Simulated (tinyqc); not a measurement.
# Worked calculation: hot electrons in a saturated n-channel MOSFET, lucky-electron model

Program tinyqc, `OMP_NUM_THREADS=1 python tinyqc.py 2550088 2550089 out.jsonl`; Intel Xeon 2.30GHz, shared host, one thread, about 0.01 s. Printed values are rounded.

Beyond pinch-off the lateral field grows as Esat cosh(y/l) over the velocity-saturated region (pseudo-two-dimensional model). Impact ionisation in this region gives the substrate current, which biases the body forward through Rsub. Currents are per width. Local-field laws: they overstate ionisation when the field peak is narrower than an energy relaxation length.

Inputs (values chosen for the exercise); values close to those of silicon n-channel devices:
```
symbol,value,unit,meaning
L,0.35,um,channel length
tox,8,nm,oxide thickness
xj,130,nm,junction depth
VT,0.8,V,threshold
mu,340,cm^2/(V s),effective mobility
vs,9.1e6,cm/s,saturation velocity
Ai,2e6,1/cm,ionisation prefactor
Bi,1.81,MV/cm,ionisation field
Rd,0,ohm um,resistance of the lightly doped drain
Rsub,13000,ohm um,substrate resistance
kb,0.35,,fall of VT per volt of forward body bias
lm,7.7,nm,hot-electron mean free path
pb,3.2,V,oxide barrier
Cg,0.0019,,prefactor of the gate current
m,2.9,,lifetime exponent
Hl,1600,s uA/um,lifetime constant
Vd,2.5,V,drain voltage
Vg,1.8,V,gate voltage
```

Constants: eps0 = 8.8541878128e-14 F/cm where lengths are in cm. Results are converted to the units shown.

## Length and field scales

Cox = 3.9 eps0/tox, l = sqrt(3 tox xj), Esat = 2 vs/mu.

Cox = 0.4316417 uF/cm^2
l = 55.85696 nm
Esat = 0.05352941 MV/cm
Esat L = 1.873529 V

## Iteration 1: body bias from the substrate current

Vb at the start = 0 V

Cox = 3.9 eps0/tox. Overdrive g = Vg - VT + kb Vb; Vdsat = g Esat L/(g + Esat L); Id = Cox vs (g - Vdsat); dV = Vd - Id Rd - Vdsat; Em = sqrt((dV/l)^2 + Esat^2); Isub = Id (Ai/Bi) l Em exp(-Bi/Em). Vb(new) = Rsub Isub.

Vdsat = 0.6519959 V
Id = 136.6939 uA/um
dV = 1.848004 V
Em = 0.3351482 MV/cm
Isub = 1.276339 uA/um
Vb after iteration 1 = 0.01659241 V

## Iteration 2: body bias from the substrate current

As before.

Vdsat = 0.6544596 V
Id = 138.0072 uA/um
dV = 1.845540 V
Em = 0.3347128 MV/cm
Isub = 1.277919 uA/um
Vb after iteration 2 = 0.01661294 V

## Course of the iteration: body bias from the substrate current

Stop when Vb changes by less than 1e-9 V, or after 60 iterations.

Course of the iteration:
```
iteration	Vb (V)	|change| (V)
1	0.01659241	0.0166
2	0.01661294	2.05e-5
3	0.01661297	2.49e-8
4	0.01661297	3.03e-11
```

Converged in 4 iterations. At the end each change is about 0.0012 times the one before: linear convergence.

## Gate current, lifetime and channel shortening

Id = 138.0089 uA/um
dV = 1.845537 V
Em = 0.3347123 MV/cm
Isub = 1.277921 uA/um

Ig = Cg Id exp(-pb/(lm Em)); lifetime tau = (Hl/Id)(Isub/Id)^(-m); length of the saturated region dL = l ln[(dV/l + Em)/Esat]. 1 year = 3.15576e7 s.

Isub/Id = 0.009259699
Ig = 1.062643 pA/um
tau = 0.2897198 years
dL = 140.7445 nm

The lifetime misses ten years. Integrating Ai exp(-Bi/E) over the cosh profile gives Isub/Id = 0.00811, so the closed form is 14 % above it.
